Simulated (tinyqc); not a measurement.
Inside a calculation: five-level k.p model folded onto the conduction band. Values are carried at full precision from step to step, so a last printed digit may differ when a step is redone from the rounded ones.

Second-order sums for the lowest conduction level at E: 1/m = 1 + Cm + (Ep/3)(2/E + 1/(E + Dso)) - (Ep2/3)(2/(E7 + D2 - E) + 1/(E7 - E)); g/2 = 1 + Cg - (Ep/3)(1/E - 1/(E + Dso)) - (Ep2/3)(1/(E7 - E) - 1/(E7 + D2 - E)). E is counted from the top of the valence band; E = Eg at the edge.

Constants: hbar^2/2m0 = 3.80998211 eV angstrom^2.

Values chosen for the exercise (near those of GaAs; not measured data):
- Eg = 1.529 eV (gap at Gamma to the s-like level)
- Dso = 0.344 eV (spin-orbit splitting)
- Ep = 25.6 eV (Kane energy)
- E7 = 4.62 eV (upper Gamma7 conduction level, from the valence top)
- D2 = 0.16 eV (its spin-orbit splitting, Gamma8 above Gamma7)
- Ep2 = 4.9 eV (Kane energy to the upper levels)
- Cm = -0 (remote term in 1/m)
- Cg = -0.02 (remote term in g/2)
- k = 0.059 1/angstrom (wave vector along z)

## Mass and g factor term by term

Evaluate at E = Eg.

Terms:

| level | part of 1/m | part of g |
|---|---|---|
| free + remote | 1.0000 | 1.9600 |
| Gamma8 valence | 11.1620 | -11.1620 |
| Gamma7 valence | 4.5560 | 9.1119 |
| Gamma8 upper | -1.0048 | 1.0048 |
| Gamma7 upper | -0.5284 | -1.0568 |

m = 0.0659 m0
g = -0.142

The valence levels give 15.72 to 1/m and the upper levels take 1.53 away. In g the two valence terms nearly cancel when Dso is small against Eg; here Dso/Eg = 0.22 and they leave -2.050, the upper pair -0.052. This nearly cancels the free value 2, so 5 % in Ep moves g by about 0.1.

## The matrix at one k

For k along z and one spin sector the level c couples to four states. With c0 = hbar^2/2m0, P = sqrt(Ep c0), P2 = sqrt(Ep2 c0): diagonal Eg + (1 + Cm) c0 k^2 for c, and 0, -Dso, E7 + D2, E7 for lh, so, G8 up, G7 up (their own dispersion is left out); couplings of c: sqrt(2/3) P k to lh, sqrt(1/3) P k to so, sqrt(2/3) P2 k to G8 up, sqrt(1/3) P2 k to G7 up (phases chosen real).

Fill in the matrix.

H (eV), lower triangle:
```
             c  lh        so    G8 up    G7 up
c      1.54226
lh     0.47576   0
so     0.33641   0  -0.34400
G8 up  0.20814   0         0  4.78000
G7 up  0.14718   0         0        0  4.62000
```

## Exact folding onto c

Solve E = H_cc + S(E), S(E) = sum_j H_cj^2/(E - H_jj), from E = H_cc, by plain substitution and by Newton steps on E - H_cc - S(E). The weight of c in the state is Z = 1/(1 - dS/dE). The exact level is the third eigenvalue of H from below.

Iterates (eV):

| step | substitution | Newton |
|---|---|---|
| 0 | 1.54226 | 1.54226 |
| 1 | 1.72861 | 1.70667 |
| 2 | 1.70612 | 1.70836 |
| 3 | 1.70861 | 1.70836 |
| 4 | 1.70833 | 1.70836 |
| 5 | 1.70836 | 1.70836 |
| 6 | 1.70836 | 1.70836 |
| 7 | 1.70836 | 1.70836 |

exact level = 1.70836 eV
Z = 0.8996

Substitution multiplies the error by about dS/dE = 1 - 1/Z = -0.112 a step, so it alternates; after 7 steps it is off by 3.9e-08 eV, while Newton is within 1e-5 eV from step 2 on.

## Loewdin series

Expanding E = H_cc + S(E) about Eg in powers of k^2, with s_n = sum_j H_cj^2/(Eg - H_jj)^n: order k^2: e2 = (1 + Cm) c0 k^2 + s1; order k^4: e4 = -s2 e2; order k^6: e6 = s3 e2^2 + s2^2 e2.

Give each order and the partial sums, counted from Eg.

s1 (eV), s2 (no unit), s3 (1/eV); (1 + Cm) c0 k^2 is H_cc - Eg: 0.18813  0.13545  0.07855

e2, e4, e6 (eV): 0.20139  -0.02728  0.00688

partial sums (eV): 0.20139  0.17411  0.18099

The exact value is 0.17936 eV; the errors of the partial sums are +22.03, -5.24 and +1.64 meV.

## Checks

- Curvature of the exact level at small k against the sum for 1/m: both 15.185.

tinyqc: `OMP_NUM_THREADS=1 python tinyqc.py 1080097 1080098 out.jsonl`; about 0.01 s, one thread, shared Intel(R) Xeon(R) Processor @ 2.30GHz.
